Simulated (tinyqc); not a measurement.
Born-von Karman spring model of a cubic crystal with one atom per cell: one step, computed by the program tinyqc. Command: `OMP_NUM_THREADS=1 python tinyqc.py 3015837 3015838 out.jsonl springs walk`. One thread of a shared host (Intel(R) Xeon(R) Processor @ 2.30GHz), about 0.1 s of CPU time with the checks.

First neighbours lie at a/2 (1,1,0) (12 of them), second at a (1,0,0) (6), with all permutations and signs; the volume per atom is Omega = a^3/4.

Problem. Sound velocities. rho = M/Omega and v = sqrt(C/rho), with C = C11, C44, C44 along [100]; (C11 + C12 + 2 C44)/2, C44, (C11 - C12)/2 along [110]; (C11 + 2 C12 + 4 C44)/3 and twice (C11 - C12 + C44)/3 along [111].

Inputs (values chosen for the exercise, for a model crystal): lattice constant a = 4.2 angstrom; atomic mass M = 190 u.

Lattice: fcc.

C11 = 126.4957 GPa

C44 = 40.37485 GPa

C12 = 46.75304 GPa

Constants: u = 1.6605390666e-27 kg.

Give: density rho; Velocities (m/s).

Solution.

density rho = 17034 kg/m^3

Velocities (m/s):
```
direction  longitudinal  transverse 1  transverse 2
[100]            2725.1        1539.6        1539.6
[110]            2730.5        1539.6        1529.9
[111]            2732.3        1533.2        1533.2
```

Along [110] the two transverse waves differ by a factor sqrt(2 C44/(C11 - C12)) = 1.006.
